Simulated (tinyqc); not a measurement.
Inside a calculation. Model: avalanche multiplication and breakdown of a junction from ionisation integrals. Computed by tinyqc, a small Python program that keeps every step. Command: `OMP_NUM_THREADS=1 python tinyqc.py 3011565 3011566 out.jsonl impact walk`. One thread of a shared host (Intel(R) Xeon(R) Processor @ 2.30GHz), about 0.01 s of CPU time with the checks. Intermediate numbers are printed to about 6 digits and carried at full precision; extremes and crossings named in words are read from the listed rows.

Ionisation coefficients follow the local field. Position x runs through the depletion layer from the p side (x = 0), where electrons enter, to the n side (x = w), where holes enter. The built-in voltage is neglected.

Inputs (values chosen for the exercise, modelled on 4H-SiC):
```
quantity                                        value    unit
electron prefactor a_n                       1.77e+08    1/cm
electron field b_n                           3.38e+07    V/cm
hole prefactor a_p                           3.41e+08    1/cm
hole field b_p                               2.49e+07    V/cm
exponent c                                          1       -
permittivity eps                                  9.7       -
doping gradient a                             3.1e+22  1/cm^4
bias as a fraction of the breakdown voltage      0.73       -
```

Junction: linearly graded.

Constants: e = 1.602176634e-19 C; eps_0 = 8.8541878128e-12 F/m.

## Breakdown

alpha_n = a_n exp(-(b_n/F)^c), alpha_p = a_p exp(-(b_p/F)^c). Field F = F_m [1 - (2x/w - 1)^2], w = sqrt(8 eps eps_0 F_m/(e a)), V = (2/3) F_m w. With Phi(x) = int_0^x (alpha_n - alpha_p) dx': 1 - 1/M_n = I_n = int_0^w alpha_n exp(-Phi) dx and M_p = M_n exp(-Phi(w)); trapezoid rule on 401 even points; breakdown at I_n = 1. Solve I_n(F_m) = 1.

critical field F_m = 3.30482 MV/cm

width at breakdown = 0.676150 micrometre

breakdown voltage = 148.971 V

## Coefficients at the critical field

The formulas are those given above.

alpha_n = 6400.86 1/cm

alpha_p = 182217 1/cm

ratio k = alpha_p/alpha_n = 28.4676

shorter ionisation length = 0.0548797 micrometre

Holes ionise more readily at the peak field.

## Field and integrand below breakdown

Bias V = fraction times the breakdown voltage.

peak field = 2.67935 MV/cm

Every 50th point:
```
x (micrometre)  F (MV/cm)  alpha_n (1/cm)  alpha_p (1/cm)           Phi  I_n up to x
0.000000          0.00000               0               0             0            0
0.076102          1.17222     5.31405e-05     2.03032e-01  -7.75877e-08  1.54874e-11
0.152203          2.00952     8.77311e+00     1.41708e+03  -2.08682e-03  1.00635e-05
0.228305          2.51190     2.53581e+02     1.68914e+04  -5.96423e-02  7.52319e-04
0.304407          2.67935     5.87975e+02     3.13858e+04  -2.54603e-01  4.87355e-03
0.380508          2.51190     2.53581e+02     1.68914e+04  -4.49563e-01  9.84982e-03
0.456610          2.00952     8.77311e+00     1.41708e+03  -5.07119e-01  1.10044e-02
0.532712          1.17222     5.31405e-05     2.03032e-01  -5.09206e-01  1.10211e-02
0.608814          0.00000               0               0  -5.09206e-01  1.10211e-02
```

## Multiplication and noise

M_n = 1/(1 - I_n), M_p = M_n exp(-Phi(w)); McIntyre excess noise for the carrier with the larger M, F_x = k M + (1 - k)(2 - 1/M), with k = (smaller M - 1)/(larger M - 1).

M_n = 1.01114

M_p = 1.68251

effective k = 0.0163278

excess noise factor = 1.41017

Injecting holes gives the larger gain and, at equal gain, the lower noise.

## Gain against bias and Miller's formula

Miller's exponent n is defined by 1 - 1/M = (V/V_B)^n for the larger M.

Gain:
```
V/V_B    V (V)  F_m (MV/cm)      M_n      M_p  Miller exponent n
0.50    74.485      2.08191  1.00018    1.029            5.16110
0.60    89.382      2.35098  1.00137    1.133            4.19061
0.70   104.279      2.60544  1.00706    1.475            3.17682
0.80   119.176      2.84801  1.03210    2.620            2.15490
0.90   134.074      3.08066  1.17535    8.089            1.25250
0.95   141.522      3.19372  1.57202   22.206            0.89834
0.98   145.991      3.26061  2.90980   68.736            0.72541
0.99   147.481      3.28276  5.20104  148.006            0.67454
```

The larger gain passes 2 between 0.700 and 0.800 of V_B and reaches 148 at 0.99. Miller's exponent runs from 0.67 to 5.2, so it is not a constant: a fit holds over a narrow range only. From the first row to the last the voltage grows by a factor 1.98 and the peak field by 1.58.

Checks made by the program: the hole form of the condition, int alpha_p exp(Phi(w) - Phi) dx = 1 (relative difference 2e-05).
